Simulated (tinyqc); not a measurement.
# Changing the C12

Model: Raman shift of the zone-centre optical phonon of a diamond-structure crystal under stress. Computed by tinyqc, a small Python program. Command: `OMP_NUM_THREADS=1 python tinyqc.py 3019595 3019596 out.jsonl ramanstress sweep`. One thread of a shared host (Intel(R) Xeon(R) Processor @ 2.30GHz), about 0.01 s of CPU time with the checks.

Axes x, y, z are the cube axes. Strain shifts the threefold optical mode and can split it; p, q and r are the phonon deformation potentials.

Inputs (values chosen for the exercise, modelled on silicon): unstrained frequency omega_0 = 520.6 1/cm; p/omega_0^2 = -1.82; q/omega_0^2 = -2.38; r/omega_0^2 = -0.728; C11 = 165.8 GPa; C44 = 80.54 GPa; stress sigma (tension positive) = -0.29 GPa; polarisation angle phi = 75 degree.

Stress state: uniaxial. Axis: [111].

Method:
- S11 = (C11 + C12)/D, S12 = -C12/D, D = (C11 - C12)(C11 + 2 C12), S44 = 1/C44.
- Uniaxial stress along the unit vector n of the axis: sigma_ij = sigma n_i n_j.
- eps_xx = S11 sigma_xx + S12 (sigma_yy + sigma_zz), and cyclic; eps_xy = S44 sigma_xy/2 (tensor strain).
- Secular matrix: M_xx = p eps_xx + q (eps_yy + eps_zz), M_xy = 2 r eps_xy; its eigenvalues are omega^2 - omega_0^2, and the shifts are these over 2 omega_0.
- gamma = -(p + 2q)/(6 omega_0^2); the mean of the three shifts is -gamma omega_0 x (volume strain).
- Backscattering from a (001) surface: incident polarisation (cos phi, sin phi, 0). With Raman tensors (R_z)_xy = (R_z)_yx = 1 and cyclic, only the z component u_z of a mode counts: I = u_z^2 sin^2(2 phi) for parallel and u_z^2 cos^2(2 phi) for crossed polarisers. An unresolved line sits at the intensity-weighted shift, which is M_zz/(2 omega_0).

One run for each value:
```
C12 (GPa)  shift per stress (1/(cm GPa))  mean shift (1/cm)  S12 (1/TPa)  volume strain (per mille)
8.29                             -3.1304            0.90782      -0.2886                    -1.5901
21.30                            -2.7396            0.79447      -0.7073                    -1.3916
34.30                            -2.4357            0.70635      -1.1128                    -1.2372
47.40                            -2.1908            0.63533      -1.5362                    -1.1128
60.40                            -1.9921            0.57770      -1.9995                    -1.0119
73.40                            -1.8264            0.52965      -2.5412                    -0.9277
99.50                            -1.5650            0.45386      -4.1139                    -0.7950
```

Give the missing row, C12 (GPa) = 86.50.

Computed row:
```
C12 (GPa)  shift per stress (1/(cm GPa))  mean shift (1/cm)  S12 (1/TPa)  volume strain (per mille)
86.50                            -1.6851            0.48869      -3.2196                    -0.8560
```

Interpolating between the two neighbouring rows (the first column on a logarithmic scale, the others too where they are positive) misses most in S12 (1/TPa), by 5.3 %. Over the rows, shift per stress (1/(cm GPa)) rises from -3.13 to -1.57 (exponent d ln y / d ln x -0.14 between the first rows and -0.53 between the last); mean shift (1/cm) falls from 0.908 to 0.454 (exponent d ln y / d ln x -0.14 between the first rows and -0.53 between the last); S12 (1/TPa) falls from -0.289 to -4.11 (exponent d ln y / d ln x 0.95 between the first rows and 1.8 between the last). C12 sets the Poisson contraction: at fixed C11 it raises the bulk modulus, which cuts the volume strain and the mean shift.

Caution (all rows): this stress has components normal to the (001) face, so it cannot reach a free (001) surface; it can act on buried material.
